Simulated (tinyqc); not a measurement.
FinFET, parasitic resistance, capacitance and delay: what each parasitic element costs.

Nf fins under one contact; each has gated perimeter p = 2 Hf + Wf and cross-section A = Hf Wf; contact width Wc = Nf pf, stack height Hs = Hf. Contact length Lc = CPP - Lg - 2 Lsp, shared by two neighbouring gates. Source and drain sides are equal. The formulas are first-order estimates, not field solutions.

Epitaxy sheet resistance Rsh = re/te, transfer length LT = sqrt(rc/Rsh), contact Rc = [sqrt(rc Rsh)/Wc] coth(Lc/(2 LT)); extension of one fin Rx = rx Lsp/A. With N fins: gate Cg = Cinv p N Lg; per side, plate Cp = ks eps0 [Wc (Hs + Hc) - N A]/Lsp, top fringe Cf = (2/pi) ks eps0 Wc ln(1 + Lg/(2 Lsp)), overlap Co = Cinv p N Lov. One fin: I = p Q vx u/(1 + |u|^1.8)^(1/1.8), Q = Cinv n Vt ln(1 + exp((Vg' - VT + dl Vd')/(n Vt))), u = Vd' mu/(vx Lg), Vg' = Vgs - v, Vd' = Vds - 2 v, with the drop on each side v = Rc (sum of I) + Rx I. Ieff = [I(Vgs = Vdd, Vds = Vdd/2) + I(Vdd/2, Vdd)]/2, total currents. With Cs = Cp + Cf + Co, the load of an inverter of two such devices driving an equal one is CL = 2 (Cg + 2 Cs) + 4 Cs + Cw (own drains counted twice for the Miller effect); delay CL Vdd/(2 Ieff). Each row removes one element and keeps the rest.

Values chosen for this exercise; values close to those of silicon logic devices: temperature T = 300 K; number of fins Nf = 4; fin height Hf = 35 nm; fin width Wf = 5 nm; fin pitch pf = 27 nm; contacted gate pitch CPP = 45 nm; gate length Lg = 18 nm; spacer length Lsp = 4 nm; relative permittivity of the spacer ks = 4; gate height above the channel stack Hc = 15 nm; contact resistivity rc = 1.6e-9 ohm cm^2; resistivity of the source-drain epitaxy re = 0.0007 ohm cm; current-carrying depth of the epitaxy te = 30 nm; resistivity of the extension rx = 0.00079 ohm cm; gate overlap Lov = 2 nm; inversion capacitance Cinv = 3 uF/cm^2; injection velocity vx = 1.3e7 cm/s; apparent mobility mu = 140 cm^2/(V s); threshold at zero drain voltage VT = 0.27 V; barrier lowering dl = 0.039 V/V; subthreshold factor n = 1.18; wire load Cw = 0.24 fF; supply voltage Vdd = 0.8 V.

Constants: q = 1.602176634e-19 C, kB = 1.380649e-23 J/K, eps0 = 8.8541878128e-12 F/m, Vt = kB T/q. Results are converted to the units shown.

One element removed at a time:
```
                         Ieff (uA)  CL (aF)  delay (ps)
as given                     279.1     1064       1.525
no contact resistance        353.7     1064       1.203
no extension resistance      297.5     1064       1.430
air spacer (ks = 1)          279.1    797.0       1.142
no overlap                   279.1    919.9       1.318
no wire                      279.1    823.9       1.181
```

What do the numbers show?

Gains in delay, largest first: air spacer (ks = 1) 25 %, no wire 23 %, no contact resistance 21 %, no overlap 14 %, no extension resistance 6.2 %.

Program tinyqc, `OMP_NUM_THREADS=1 python tinyqc.py 2170072 2170073 out.jsonl`; Intel Xeon 2.30GHz, shared host, one thread, about 0.04 s.
